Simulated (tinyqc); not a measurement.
Bloch-Grueneisen resistivity of a metal: one step, computed by the program tinyqc.

Electrons scatter from a Debye spectrum of phonons (n = 5 for scattering within one band, n = 3 for scattering into a second, heavy band) and from static defects.

Task: Total resistivity and derived numbers. J_n(y) = int_0^y x^n e^x/(e^x - 1)^2 dx, by 96 Gauss-Legendre points (upper limit at most 60). rho_ph = (n - 1) rho_1 (T/Theta)^n J_n(Theta/T), with rho_1 = 2 pi lambda_tr k_B Theta/(hbar eps_0 w_p^2), the high-temperature line at T = Theta. Matthiessen's rule: rho = rho_0 + rho_ph. Temperature coefficient (1/rho) d rho/dT by a central difference of +/- 0.5 K; residual ratio rho(295 K)/rho(4.2 K); scattering time tau = 1/(eps_0 w_p^2 rho); Wiedemann-Franz kappa = L_0 T/rho, L_0 = (pi^2/3)(k_B/e)^2.

Inputs (values chosen for the exercise, modelled on platinum):

| quantity | value | unit |
|---|---|---|
| exponent n | 3 | - |
| Debye temperature Theta | 211 | K |
| transport coupling lambda_tr | 0.46 | - |
| Drude plasma energy hbar w_p | 7 | eV |
| residual resistivity rho_0 | 0.028 | microohm cm |
| temperature T | 20 | K |

Addition: none.

Constants: k_B = 1.380649e-23 J/K; hbar = 1.054571817e-34 J s; eps_0 = 8.8541878128e-12 F/m; hbar = 6.582119569e-16 eV s; k_B = 8.617333262e-05 eV/K.

Give: resistivity rho; temperature coefficient; residual resistance ratio; scattering time; Wiedemann-Franz conductivity.

Result:

resistivity rho = 0.12538 microohm cm

temperature coefficient = 114.75 1e-3/K

residual resistance ratio = 378.50

scattering time = 796.45 fs

Wiedemann-Franz conductivity = 389.70 W/(m K)

The coefficient is 2.30 times 1/T; it exceeds 1/T because the phonon part, extended linearly, meets zero above T = 0. Caution: below about Theta/2 small-angle phonon scattering degrades heat flow more than charge flow, so a thermal conductivity taken from rho by the Wiedemann-Franz law would be too high.
